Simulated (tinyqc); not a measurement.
Threshold-voltage variability of a planar MOSFET, analytic estimates: two steps of the calculation.

Three independent sources add in quadrature: random dopants in the depleted layer, metal-gate grains of two orientations, and roughness of the two gate edges acting through the roll-off VT = VT(long) - Vr exp(-L/l). These are first-order estimates: no three-dimensional electrostatics, no percolation.

Parameters, values chosen for the exercise; material values close to those of silicon:
```
symbol,value,unit,meaning
T,300,K,temperature
n,1.47,,subthreshold factor
gI,20,1/V,gm/I of a matched pair
sb,0.9,%,spread of the gain factor of one device
Nb,1048576,,number of cells
Y,0.994,,wanted yield
```

Constants: q = 1.602176634e-19 C, kB = 1.380649e-23 J/K, Vt = kB T/q. Results are converted to the units shown.

Problem 1. Total spread, mismatch and leakage. s = sqrt(s1^2 + s2^2 + s3^2). For a pair: s(dVT) = sqrt(2) s; current mismatch sqrt(2) sqrt((gI s)^2 + sb^2); input offset = current mismatch/gI. For a Gaussian VT the off current is log-normal with mean/median = exp(s^2/(2 (n Vt)^2)).

s1 = 10.521875 mV
s2 = 8.1589244 mV
s3 = 1.1495097 mV

Give: s; s(dVT); current mismatch; input offset; mean/median of Ioff.

Solution 1.

s = 13.36 mV
s(dVT) = 18.90 mV
current mismatch = 37.82 %
input offset = 18.91 mV
mean/median of Ioff = 1.064

Problem 2. Margin in standard deviations for the wanted yield. Cells fail independently with probability Q(k) = erfc(k/sqrt(2))/2 when the margin is k standard deviations, and Y = exp(-Nb Q(k)). phi = exp(-k^2/2)/sqrt(2 pi). Newton steps on ln Q(k) = ln(-ln(Y)/Nb): k(new) = k + [ln Q - ln(-ln(Y)/Nb)] Q/phi.

k after iteration 1 = 6.7672355

Wanted: Q(k); phi; k after iteration 2.

Solution 2.

Q(k) = 6.563e-12
phi = 4.535e-11
k after iteration 2 = 5.787

Program tinyqc, `OMP_NUM_THREADS=1 python tinyqc.py 2090041 2090042 out.jsonl`; Intel Xeon 2.30GHz, shared host, one thread, about 0.01 s.
